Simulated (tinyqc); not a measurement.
Photoionisation line shapes: hydrogenic impurity: series, fields, screening, photoionisation and donor-acceptor pairs. Computed by tinyqc, a small Python program. Command: `OMP_NUM_THREADS=1 python tinyqc.py 3016049 3016050 out.jsonl hydrogenic walk`. One thread of a shared host (Intel(R) Xeon(R) Processor @ 2.30GHz), about 0.01 s of CPU time with the checks.

One isotropic, parabolic band. Effective units: Ry* and a*, in which H = -nabla^2 - 2/r.

Inputs (values chosen for the exercise, modelled on AlN): electron mass m = 0.312 m_0; dielectric constant eps = 8.58; depth of a short-range centre E_i = 811 meV.

Parts treated: magnetic field and photoionisation.

Constants: Ry = 13.605693123 eV; a_0 = 0.529177210903 angstrom; h x 1 THz = 4.135667696 meV.

Method. Ry* = Ry m/eps^2, a* = a_0 eps/m; level n is bound by Ry*/n^2; <r> = (3/2) a* in 1s; lines 1s -> np at Ry* (1 - 1/n^2); 1 THz = 4.135667696 meV. With x = h nu/E above threshold, normalised to their maxima: hydrogenic 1s: x^-4 exp(4 - 4 atan(k)/k)/(1 - exp(-2 pi/k)), k = sqrt(x - 1), which is 1 at threshold; delta-function centre (Lucovsky): 8 (x - 1)^(3/2)/x^3, which is 1 at x = 2. Energies use E = Ry* and E = E_i; band-to-band absorption, which hides both above the gap, is left out.

Ry* = 57.6635 meV

Relative cross-sections:
```
x     h nu, hydrogenic (meV)  hydrogenic  h nu, short-range centre (meV)  Lucovsky
1.05                   60.55  8.7772e-01                          851.55    0.0773
1.20                   69.20  6.1222e-01                          973.20    0.4141
1.50                   86.50  3.3174e-01                         1216.50    0.8381
2                     115.33  1.4774e-01                         1622.00    1.0000
2.50                  144.16  7.7836e-02                         2027.50    0.9406
3.50                  201.82  2.9036e-02                         2838.50    0.7376
5                     288.32  9.9730e-03                         4055.00    0.5120
8                     461.31  2.3612e-03                         6488.00    0.2894
```

What does the comparison show, and why?

The Coulomb tail makes the hydrogenic cross-section largest at threshold, 57.66 meV; the short-range (neutral) centre starts from zero and peaks at twice its depth, 1622.0 meV.

Extremes, crossings and ranges named in words are read from the listed rows.
